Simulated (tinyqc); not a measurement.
Band bending at a free surface with one surface level, surface photovoltage and Kelvin probe: two steps of the calculation.

n-type bulk, xi = Ec - EF = Vt ln(Nc/Nd), p0 = ni^2/Nd, ni = sqrt(Nc Nv) exp(-Eg/(2 Vt)), Eg in volts. b is the upward band bending, u = b/Vt. Space charge per area, in units of q: Qc = sign(b) sqrt((2 eps0 eps_r Vt/q) [(Nd + dn)(exp(-u) - 1) + Nd u + (p0 + dn)(exp(u) - 1)]), with dn the excess density under light (flat quasi-Fermi levels; 0 in the dark). The level holds -Ns f, f = 1/(1 + exp((xi + b - Es)/Vt)). Neutrality: Qc + Qf + (charge of the states) = 0.

Values chosen for this exercise; band and dielectric values close to those of gallium arsenide: temperature T = 300 K; band gap Eg = 1.41 eV; relative permittivity eps_r = 12.9; conduction-band density of states at T Nc = 4.4e17 cm^-3; valence-band density of states at T Nv = 8.87e18 cm^-3; electron affinity chi = 4.06 eV; donor density Nd = 2e15 cm^-3; fixed positive charge at the surface Qf = 1.9e10 cm^-2; work function of the probe tip pt = 4.98 eV; density of an acceptor-like surface level Ns = 3.5e11 cm^-2; its depth below the conduction edge Es = 0.58 eV; excess carrier density under light dn = 8.6e12 cm^-3.

Constants: q = 1.602176634e-19 C, kB = 1.380649e-23 J/K, Vt = kB T/q, eps0 = 8.8541878128e-14 F/cm where lengths are in cm. Results are converted to the units shown.

Problem 1. Work function and Kelvin-probe reading. Work function chi + xi + b; contact potential difference CPD = (work function of the sample) - pt. Depth of EF below Ec at the surface: xi + b. Depletion width Qc/Nd.

converged b = 0.45431178 V

Wanted: xi + b; Qc; Qc/Nd; work function; CPD.

Solution 1.

xi + b = 0.5937 eV
Qc = 1.105e11 cm^-2
Qc/Nd = 552.7 nm
work function = 4.654 eV
CPD = -326.3 mV

The level is 37.0 % filled: the Fermi level is pinned at it.

Problem 2. Surface photovoltage. Under chopped light the surface charge keeps its dark value, so b falls to bL with Qc(bL, dn) = Qc(b, 0); the photovoltage is b - bL. Qc rises with b, so bL follows by bisection.

converged b = 0.45431178 V

Wanted: bL; photovoltage; share of b removed; excess holes at the surface, dn exp(bL/Vt).

Solution 2.

bL = 0.2000 V
photovoltage = 254.3 mV
share of b removed = 55.98 %
excess holes at the surface, dn exp(bL/Vt) = 1.969e16 cm^-3

Computed by the program tinyqc: `OMP_NUM_THREADS=1 python tinyqc.py 2430132 2430133 out.jsonl`, one thread of a shared Intel Xeon 2.30GHz, about 0.02 s for the whole run.
